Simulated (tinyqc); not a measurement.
UHF in the sto-3g basis, for BeH, spin multiplicity 2, step by step. This run ends on a higher stationary point, not on the lowest solution. One step of it, computed by the program tinyqc.

Question. Iteration 1: diagonalisation and new density. Diagonalise F' = X^T F X, C = X C', fill 3 alpha and 2 beta electrons from the bottom; D(s) = C_occ C_occ^T; the new density keeps 0.5 of the old one (damping). Each column has its largest component positive (the first on a tie).

F(alpha) (hartree), order 1Be 1s, 1Be 2s, 1Be 2px, 1Be 2py, 1Be 2pz, 2H 1s:
```
[[-4.356057, -1.280809, 0.000000, 0.000000, 0.020590, -0.056114],
 [-1.280809, -0.359283, 0.000000, 0.000000, -0.083514, -0.161370],
 [0.000000, 0.000000, -0.055755, -0.060450, 0.000000, 0.000000],
 [0.000000, 0.000000, -0.060450, 0.301450, 0.000000, 0.000000],
 [0.020590, -0.083514, 0.000000, 0.000000, 0.070806, -0.215082],
 [-0.056114, -0.161370, 0.000000, 0.000000, -0.215082, -0.121926]]
```

F(beta) (hartree), order 1Be 1s, 1Be 2s, 1Be 2px, 1Be 2py, 1Be 2pz, 2H 1s:
```
[[-4.341450, -1.258921, 0.000000, 0.000000, 0.020590, -0.054974],
 [-1.258921, -0.267018, 0.000000, 0.000000, -0.083514, -0.155130],
 [0.000000, 0.000000, 0.382871, 0.007774, 0.000000, 0.000000],
 [0.000000, 0.000000, 0.007774, 0.336932, 0.000000, 0.000000],
 [0.020590, -0.083514, 0.000000, 0.000000, 0.095055, -0.212657],
 [-0.054974, -0.155130, 0.000000, 0.000000, -0.212657, -0.120865]]
```

X, order 1Be 1s, 1Be 2s, 1Be 2px, 1Be 2py, 1Be 2pz, 2H 1s:
```
[[0.490172, 0.658414, 0.000000, 0.000000, -0.527065, 0.350072],
 [-0.725224, -0.458400, 0.000000, 0.000000, -0.376557, 0.489291],
 [0.000000, 0.000000, 0.994586, -0.103915, 0.000000, 0.000000],
 [0.000000, 0.000000, 0.103915, 0.994586, 0.000000, 0.000000],
 [-0.524923, 0.623565, 0.000000, 0.000000, 0.542540, 0.344307],
 [0.734996, -0.446064, 0.000000, 0.000000, 0.367426, 0.495219]]
```

D(alpha) at the start, order 1Be 1s, 1Be 2s, 1Be 2px, 1Be 2py, 1Be 2pz, 2H 1s:
```
[[0.986742, 0.006428, 0.000000, 0.000000, -0.078379, -0.051895],
 [0.006428, 0.126572, 0.000000, 0.000000, 0.251712, 0.144007],
 [0.000000, 0.000000, 0.973608, 0.160297, 0.000000, 0.000000],
 [0.000000, 0.000000, 0.160297, 0.026392, 0.000000, 0.000000],
 [-0.078379, 0.251712, 0.000000, 0.000000, 0.509003, 0.291858],
 [-0.051895, 0.144007, 0.000000, 0.000000, 0.291858, 0.167398]]
```

D(beta) at the start, order 1Be 1s, 1Be 2s, 1Be 2px, 1Be 2py, 1Be 2pz, 2H 1s:
```
[[0.986742, 0.006428, 0.000000, 0.000000, -0.078379, -0.051895],
 [0.006428, 0.126572, 0.000000, 0.000000, 0.251712, 0.144007],
 [0.000000, 0.000000, 0.000000, 0.000000, 0.000000, 0.000000],
 [0.000000, 0.000000, 0.000000, 0.000000, 0.000000, 0.000000],
 [-0.078379, 0.251712, 0.000000, 0.000000, 0.509003, 0.291858],
 [-0.051895, 0.144007, 0.000000, 0.000000, 0.291858, 0.167398]]
```

overlap S, order 1Be 1s, 1Be 2s, 1Be 2px, 1Be 2py, 1Be 2pz, 2H 1s:
```
[[1.000000, 0.259517, 0.000000, 0.000000, 0.000000, 0.010725],
 [0.259517, 1.000000, 0.000000, 0.000000, 0.000000, 0.189917],
 [0.000000, 0.000000, 1.000000, 0.000000, 0.000000, 0.000000],
 [0.000000, 0.000000, 0.000000, 1.000000, 0.000000, 0.000000],
 [0.000000, 0.000000, 0.000000, 0.000000, 1.000000, 0.262736],
 [0.010725, 0.189917, 0.000000, 0.000000, 0.262736, 1.000000]]
```

Give: F' = X^T F X; orbital energies; coefficients C; F' = X^T F X; orbital energies; coefficients C; D(alpha) after iteration 1; D(beta) after iteration 1.

Answer.

F' = X^T F X (alpha) (hartree):
```
[[-0.148, -0.754, 0.000, 0.000, 0.804, -0.644],
 [-0.754, -1.036, 0.000, 0.000, 1.519, -1.063],
 [0.000, 0.000, -0.064, -0.022, 0.000, 0.000],
 [0.000, 0.000, -0.022, 0.310, 0.000, 0.000],
 [0.804, 1.519, 0.000, 0.000, -1.762, 1.272],
 [-0.644, -1.063, 0.000, 0.000, 1.272, -1.274]]
```

orbital energies (alpha) (hartree): [-4.362, -0.262, -0.066, 0.110, 0.294, 0.311]

coefficients C (alpha), order 1Be 1s, 1Be 2s, 1Be 2px, 1Be 2py, 1Be 2pz, 2H 1s:
```
[[0.990, -0.121, 0.000, -0.274, -0.069, 0.000],
 [0.037, 0.385, 0.000, 0.942, 0.283, 0.000],
 [0.000, 0.000, 0.987, 0.000, 0.000, -0.162],
 [0.000, 0.000, 0.162, 0.000, 0.000, 0.987],
 [-0.003, 0.402, 0.000, -0.367, 0.884, 0.000],
 [-0.003, 0.678, 0.000, -0.287, -0.760, 0.000]]
```

F' = X^T F X (beta) (hartree):
```
[[-0.112, -0.740, 0.000, 0.000, 0.820, -0.678],
 [-0.740, -1.014, 0.000, 0.000, 1.538, -1.074],
 [0.000, 0.000, 0.384, 0.003, 0.000, 0.000],
 [0.000, 0.000, 0.003, 0.336, 0.000, 0.000],
 [0.820, 1.538, 0.000, 0.000, -1.730, 1.250],
 [-0.678, -1.074, 0.000, 0.000, 1.250, -1.236]]
```

orbital energies (beta) (hartree): [-4.346, -0.244, 0.183, 0.315, 0.336, 0.384]

coefficients C (beta), order 1Be 1s, 1Be 2s, 1Be 2px, 1Be 2py, 1Be 2pz, 2H 1s:
```
[[0.991, -0.099, -0.271, -0.093, 0.000, 0.000],
 [0.032, 0.315, 0.938, 0.369, 0.000, 0.000],
 [0.000, 0.000, 0.000, 0.000, -0.162, 0.987],
 [0.000, 0.000, 0.000, 0.000, 0.987, 0.162],
 [-0.003, 0.398, -0.411, 0.866, 0.000, 0.000],
 [-0.002, 0.717, -0.183, -0.756, 0.000, 0.000]]
```

D(alpha) after iteration 1, order 1Be 1s, 1Be 2s, 1Be 2px, 1Be 2py, 1Be 2pz, 2H 1s:
```
[[0.990, -0.002, 0.000, 0.000, -0.065, -0.068],
 [-0.002, 0.138, 0.000, 0.000, 0.203, 0.202],
 [0.000, 0.000, 0.974, 0.160, 0.000, 0.000],
 [0.000, 0.000, 0.160, 0.026, 0.000, 0.000],
 [-0.065, 0.203, 0.000, 0.000, 0.335, 0.282],
 [-0.068, 0.202, 0.000, 0.000, 0.282, 0.314]]
```

D(beta) after iteration 1, order 1Be 1s, 1Be 2s, 1Be 2px, 1Be 2py, 1Be 2pz, 2H 1s:
```
[[0.990, 0.004, 0.000, 0.000, -0.061, -0.063],
 [0.004, 0.113, 0.000, 0.000, 0.189, 0.185],
 [0.000, 0.000, 0.000, 0.000, 0.000, 0.000],
 [0.000, 0.000, 0.000, 0.000, 0.000, 0.000],
 [-0.061, 0.189, 0.000, 0.000, 0.334, 0.289],
 [-0.063, 0.185, 0.000, 0.000, 0.289, 0.341]]
```
